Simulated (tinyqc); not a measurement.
Resonant-tunnelling diode, transfer matrices and Tsu-Esaki current: two steps of the calculation.

Emitter (band edge 0), barrier d1, well Lw, barrier d2, collector (edge -V). The bias drops linearly over these layers and none in the contacts; each layer is cut into ns equal slices, flat at the value of their centres. E is the energy of motion across the layers, C = hbar^2/(2 m0), psi and psi'/m are continuous. Transport is coherent, T(E) is taken as independent of the transverse momentum, and charge in the well is ignored.

Parameters, values chosen for the exercise; masses and offsets of a made-up heterostructure:
- mw = 0.19 m0 (mass in the well, spacer and contacts)
- U1 = 1.4 eV (barrier height)
- m1 = 0.48 m0 (barrier mass)
- d1 = 0.8 nm (emitter barrier)
- Lw = 1.9 nm (well width)
- d2 = 0.8 nm (collector barrier)
- ns = 3 (slices in each layer)
- V = 0.18 V (bias of the collector)

Constants: q = 1.602176634e-19 C, hbar = 1.054571817e-34 J s. Results are converted to the units shown.

Question 1. Slices under bias. U = edge of the layer - V x/Lt at the centre x of each slice, Lt the summed thickness.

Find: U; m; width.

Answer 1.

| slice | U (eV) | m (m0) | width (nm) |
|---|---|---|---|
| 0 | 1.3931 | 0.48 | 0.26667 |
| 1 | 1.3794 | 0.48 | 0.26667 |
| 2 | 1.3657 | 0.48 | 0.26667 |
| 3 | -0.0574 | 0.19 | 0.63333 |
| 4 | -0.0900 | 0.19 | 0.63333 |
| 5 | -0.1226 | 0.19 | 0.63333 |
| 6 | 1.2543 | 0.48 | 0.26667 |
| 7 | 1.2406 | 0.48 | 0.26667 |
| 8 | 1.2269 | 0.48 | 0.26667 |

Question 2. Breit-Wigner parameters from a parabola through 1/T(E). Near a resonance 1/T(E) = (1/Tp) [1 + (2 (E - Er)/G)^2]. With y = 1/T(E) at E0 - h, E0, E0 + h: a = (y1 + y3 - 2 y2)/(2 h^2), b = (y3 - y1)/(2 h), Er = E0 - b/(2 a), 1/Tp = y2 - b^2/(4 a), G = 2 sqrt(1/(Tp a)), tau = hbar/G.

three energies (eV): [0.121086, 0.121516, 0.121946]
T(E) at these energies: [0.43136138, 0.84670137, 0.57301122]

Give: Er; Tp; G; tau.

Answer 2.

Er = 0.12159 eV
Tp = 0.86436
G = 1.0029 meV
tau = 656.28 fs

The true maximum of T(E) lies at 0.12159 eV with height 0.8638 and full width 1.005 meV; the fitted G is 0.17 % below that width.

Program tinyqc, `OMP_NUM_THREADS=1 python tinyqc.py 2600137 2600138 out.jsonl`; Intel Xeon 2.30GHz, shared host, one thread, about 0.2 s.
